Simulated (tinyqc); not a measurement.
# Bending a trimer

Model: Tersoff bond-order potential. Computed by tinyqc, a small Python program. Command: `OMP_NUM_THREADS=1 python tinyqc.py 3020570 3020571 out.jsonl tersoff sweep`. One thread of a shared host (Intel(R) Xeon(R) Processor @ 2.30GHz), about 0.01 s of CPU time with the checks.

E = (1/2) sum_(i, j != i) [A exp(-lambda r_ij) - b_ij B exp(-mu r_ij)], b_ij = (1 + (beta zeta_ij)^n)^(-1/(2n)), zeta_ij = sum_(k != i, j) g(theta_ijk), g = 1 + c^2/d^2 - c^2/(d^2 + (h - cos theta)^2), with theta at atom i. Only nearest neighbours count (cut-off function 1 for them, 0 beyond).

Inputs (values chosen for the exercise, modelled on silicon):
```
quantity             value        unit
A                   1852.6          eV
B                   476.32          eV
lambda              2.4799  1/angstrom
mu                  1.7322  1/angstrom
beta              1.03e-06           -
n                   0.7984           -
c                   101900           -
d                    16.41           -
h                  -0.6055           -
bond length r_12      2.41    angstrom
bond length r_13      2.26    angstrom
```

Method. Atom 1 binds atoms 2 and 3, which do not interact. b_12 = b_13 follow from zeta = g(theta); b_21 = b_31 = 1. E = sum over the two bonds of A exp(-lambda r) - (b + 1)/2 B exp(-mu r).

One run for each value:
```
angle theta at atom 1 (degrees)  energy of the trimer (eV)  bond order b_12  g(theta)
90                                                  -4.831           0.9435     52428
100                                                 -5.020           0.9660     26687
110                                                 -5.173           0.9842      9939
120                                                 -5.275           0.9963      1595
130                                                 -5.300           0.9993       200
140                                                 -5.245           0.9927      3691
160                                                 -5.114           0.9771     15987
180                                                 -5.057           0.9704     22273
```

Describe and explain the trends.

Over the rows, energy of the trimer (eV) goes from -4.83 through a minimum among these rows, -5.30 at 130, to -5.06; bond order b_12 goes from 0.944 through a maximum among these rows, 0.999 at 130, to 0.970; g(theta) goes from 52400 through a minimum among these rows, 200 at 130, to 22300. The bond order is largest where g is least, at cos theta = h, 127.3 degrees.

Extremes, crossings and ranges named in words are read from the listed rows.
